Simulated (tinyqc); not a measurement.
From results back to parameters: sp3s* tight binding. Four cases, with inputs chosen for the exercise.

Problem. For a crystal of one element and without spin-orbit coupling the levels at Gamma are Es -/+ |Vss| and Ep -/+ Vxx, and the upper valence level at X is Ep - Vxy. The levels below come from hidden parameters.

Find: Es, |Vss|, Ep, Vxx, Vxy.

Method. Means give the levels and half the splittings give the couplings; Vxy = Ep - E(X).

Case 1.

s levels at Gamma (eV): -12.5760  0.9080

p levels at Gamma (eV): -0.0060  3.2100

upper valence level at X = -3.2870 eV

Solution.

Es, |Vss|, Ep, Vxx, Vxy (eV): -5.834  6.742  1.602  1.608  4.889

Case 2.

s levels at Gamma (eV): -12.6570  0.8970

p levels at Gamma (eV): 0.0000  3.2120

upper valence level at X = -3.2810 eV

Solution.

Es, |Vss|, Ep, Vxx, Vxy (eV): -5.880  6.777  1.606  1.606  4.887

Case 3.

s levels at Gamma (eV): -12.6330  0.9210

p levels at Gamma (eV): -0.0110  3.2250

upper valence level at X = -3.2910 eV

Solution.

Es, |Vss|, Ep, Vxx, Vxy (eV): -5.856  6.777  1.607  1.618  4.898

Case 4.

s levels at Gamma (eV): -12.4990  4.0870

p levels at Gamma (eV): 0.0040  3.4300

upper valence level at X = -2.8460 eV

Solution.

Es, |Vss|, Ep, Vxx, Vxy (eV): -4.206  8.293  1.717  1.713  4.563

Computed by tinyqc, one run a case: `OMP_NUM_THREADS=1 python tinyqc.py N N+1 out.jsonl` with N = 1451121, 1451359, 1451398, 1451412; one thread of a shared Intel(R) Xeon(R) Processor @ 2.30GHz, about 0.2 s a run at most.
